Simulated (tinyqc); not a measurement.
Worked calculation: coupled-perturbed Hartree-Fock on RHF in the sto-3g basis, for H2, spin multiplicity 1. Computed by tinyqc, a small Python program that keeps every step (integrals from PySCF). Settings: charge = 0, multiplicity = 1, basis = sto-3g, method = RHF, energy threshold = 1e-10, iteration cap = 56, orthogonalisation = canonical, start = atomic densities, DIIS depth = 6. Command: `OMP_NUM_THREADS=1 python tinyqc.py 25043 25044 out.jsonl` (the two numbers bound the seeds that draw the settings). One thread of a shared host (Intel(R) Xeon(R) Processor @ 2.60GHz), about 0.09 s of CPU time with the checks. The early iterations of the SCF are left out here.

## One-electron integrals

Geometry (angstrom):
```
atom         x         y         z
H     0.000000  0.000000  0.000000
H     0.000000  0.000000  1.006000
```

Basis sto-3g: exponents (1/bohr^2) and contraction coefficients of normalised primitives:
```
element  l (shell)  exponent  coefficient
H            s (1)  3.425251     0.154329
H            s (1)  0.623914     0.535328
H            s (1)  0.168855     0.444635
```

Overlap, kinetic and nuclear-attraction integrals over the contracted functions; the nuclear repulsion is the sum of Za Zb / Rab.

nuclear repulsion = 0.52602108 hartree

overlap S, order 1H 1s, 2H 1s:
```
[[1.000000, 0.492957],
 [0.492957, 1.000000]]
```

kinetic energy T (hartree), order 1H 1s, 2H 1s:
```
[[0.760032, 0.109100],
 [0.109100, 0.760032]]
```

nuclear attraction V (hartree), order 1H 1s, 2H 1s:
```
[[-1.736846, -0.786316],
 [-0.786316, -1.736846]]
```

core Hamiltonian H = T + V (hartree), order 1H 1s, 2H 1s:
```
[[-0.976814, -0.677217],
 [-0.677217, -0.976814]]
```

## Two-electron integrals

Functions are numbered as in S; the eight-fold symmetry (ij|kl) = (ji|kl) = (kl|ij) leaves the list below.

Two-electron integrals (ij|kl) in chemists' order, unique and non-zero (hartree):
```
(11|11) 0.774606   (21|11) 0.306545   (21|21) 0.155395   (22|11) 0.476091
(22|21) 0.306545   (22|22) 0.774606
```

## Orthogonalisation

S = U s U^T; canonical form X = U s^(-1/2), so that X^T S X = 1. Each column of U has its largest component positive (the first on a tie).

eigenvalues of S: [0.507043, 1.492957]

X, order 1H 1s, 2H 1s:
```
[[0.993030, 0.578711],
 [-0.993030, 0.578711]]
```

## Starting guess

The start is atomic minimal-basis densities projected into this basis (PySCF's MINAO start) and scaled to the electron count of each spin; this density is not idempotent, so its energy is not variational and may lie below the converged one.

D at the start, order 1H 1s, 2H 1s:
```
[[0.953261, 0.094813],
 [0.094813, 0.953261]]
```

## Iteration 3 (converged): orbitals

converged F (hartree), order 1H 1s, 2H 1s:
```
[[-0.245217, -0.475208],
 [-0.475208, -0.245217]]
```

Diagonalise F' = X^T F X, C = X C', fill 1 alpha and 1 beta electrons from the bottom; D = 2 C_occ C_occ^T. Each column has its largest component positive (the first on a tie).

F' = X^T F X (hartree):
```
[[0.453590, 0.000000],
 [0.000000, -0.482549]]
```

orbital energies (hartree): [-0.482549, 0.453590]

coefficients C, order 1H 1s, 2H 1s:
```
[[0.578711, 0.993030],
 [0.578711, -0.993030]]
```

D after iteration 3, order 1H 1s, 2H 1s:
```
[[0.669812, 0.669812],
 [0.669812, 0.669812]]
```

## Convergence

Stop when the energy changes by less than 1e-10 hartree and every element of the error matrix X^T (F D S - S D F) X is below 3e-06.

Course of the cycle:
```
iteration  E (hartree)     change  largest element of the error matrix
1          -0.69537870          -                             2.55e-16
2          -1.06441756  -3.69e-01                             0.000000
3          -1.06441756   0.000000                             0.000000
```

PySCF RHF in the same basis = -1.06441756 hartree

Converged in 3 iterations.

## Populations, bond orders and dipole

Mulliken: Z minus the diagonal of D S on the atom; Loewdin: the same with S^(1/2) D S^(1/2); Mayer order: 2 sum_s sum (D(s) S)_ij (D(s) S)_ji over the two atoms.

Charges (e):
```
atom  Mulliken  Loewdin
1H           0        0
2H           0        0
```

Mayer bond orders:
```
pair     order
2-1   1.000000
```

dipole moment about the origin, x y z (debye): [0.000000, 0.000000, 0.000000]

## Integrals over molecular orbitals

(pq|rs) = sum C_ip C_jq C_kr C_ls (ij|kl), one index at a time.

one-electron integrals over orbitals h = C^T H C (hartree):
```
[[-1.107889, 0.000000],
 [0.000000, -0.590871]]
```

Two-electron integrals over orbitals (pq|rs), unique and non-zero (hartree):
```
(11|11) 0.625340   (21|21) 0.197171   (22|11) 0.620816   (22|22) 0.652112
```

## Response to a field: uncoupled start

dipole integrals <a|z|i> (bohr), order a2:
```
[[-1.092498]]
```

Field along z; U_ai = -mu_ai / (e_a - e_i), alpha = -4 sum U_ai mu_ai.

uncoupled U, order a2:
```
[[1.167025]]
```

uncoupled polarisability = 5.099889 bohr^3

## Coupled step 1

U_ai = -(mu_ai + sum_bj [4 (ai|bj) - (ab|ij) - (aj|bi)] U_bj) / (e_a - e_i); alpha = -4 sum U_ai mu_ai.

U after step 1, order a2:
```
[[1.203554]]
```

polarisability = 5.259523 bohr^3

## Coupled step 2

As before.

U after step 2, order a2:
```
[[1.204698]]
```

polarisability = 5.264520 bohr^3

## Coupled polarisability

Repeat until U stops changing; compare with -d2E/dF2.

Course of the coupled iterations:
```
step  alpha (bohr^3)
0           5.099889
1           5.259523
2           5.264520
3           5.264676
4           5.264681
5           5.264681
6           5.264681
```

coupled polarisability = 5.264681 bohr^3

finite-field check, fields of +/-0.001 au = 5.264677 bohr^3
